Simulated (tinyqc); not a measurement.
# Which input was changed?

Model: hydrogen passivation of interface dangling bonds: competing passivation and dissociation with distributed barriers. Computed by tinyqc, a small Python program. Command: `OMP_NUM_THREADS=1 python tinyqc.py 3028027 3028028 out.jsonl passiv which`. One thread of a shared host (Intel(R) Xeon(R) Processor @ 2.30GHz), about 0.7 s of CPU time with the checks.

P_b + H2 gives P_bH + H at the rate k_f [H2]; P_bH gives P_b + H at the rate k_d. All defects start unpassivated. E_f and E_d are Gaussian and independent.

Inputs (values chosen for the exercise, close to those used for P_b centres at the silicon-oxide interface):
```
quantity,value,unit
defect density N0,2.2e+12,1/cm^2
passivation prefactor k_f0,1.1e-07,cm^3/s
mean passivation barrier E_f,1.53,eV
spread sigma_f,0.11,eV
dissociation prefactor k_d0,2.1e+12,1/s
mean dissociation barrier E_d,2.83,eV
spread sigma_d,0.065,eV
"H2 in the oxide per atm, solubility factor",7.8e+17,1/(cm^3 atm)
hydrogen pressure p,10,atm
anneal temperature T,700,C
anneal time t,280,s
oxide thickness,4.5,nm
```

Constants: k_B = 8.617333262e-05 eV/K; e = 1.602176634e-19 C; eps_0 = 8.8541878128e-12 F/m.

Method:
- [H2] = solubility factor x p; a = k_f0 [H2] exp(-E_f/(k_B T)), d = k_d0 exp(-E_d/(k_B T)). For one pair of barriers the active share is y = [d + a exp(-(a + d) t)]/(a + d).
- Temperatures in kelvin are T(C) + 273.15.
- Average y over both Gaussians with 40 x 40 Gauss-Hermite points.
- Active density N0 y; threshold shift if each active defect holds one charge, e N0 y t_ox/(3.9 eps_0).
- Minimise the averaged y over T between 150 and 900 C: find where ln y is equal at T - 0.05 and T + 0.05 C; T is rounded to 0.1 C.

Task: One of these inputs alone was changed, within the range given: spread sigma_f (0.055 to 0.22); dissociation prefactor k_d0 (1.05e+12 to 4.2e+12); spread sigma_d (0.0325 to 0.13); hydrogen pressure p (5 to 20). Which one, and to what value?

Results:
```
run,least active share,"active share, single barriers",active share y
before,5.589875e-08,4.531616e-07,1.446539e-06
after,6.409324e-08,5.035129e-07,1.607262e-06
```

Result:

Each candidate set to reproduce least active share, and what it then gives:
```
candidate,range searched,value needed,"active share, single barriers",active share y
spread sigma_f (eV),0.055 to 0.22,0.1125,4.5316e-07,1.5037e-06
dissociation prefactor k_d0 (1/s),1.05e+12 to 4.2e+12,2.460e12,5.3075e-07,1.6942e-06
spread sigma_d (eV),0.0325 to 0.13,0.07492,4.5316e-07,1.5966e-06
hydrogen pressure p (atm),5 to 20,9.000,5.0351e-07,1.6073e-06
```

Only hydrogen pressure p fits every result: it went from 10 to 9.00 atm. The next best candidate, dissociation prefactor k_d0, misses one result by 5.4 %.

Caution: single-barrier shares below about 1e-3 are formal; measured passivation levels off well above them. Caution: densities below a few 1e9 per cm^2 are formal: other defects set the floor in real interfaces. Caution: a least active share below 1e-3 is a property of the model; measured passivation levels off well above it. Caution: atomic hydrogen, which both passivates and depassivates, and further passivation during cooling are left out.
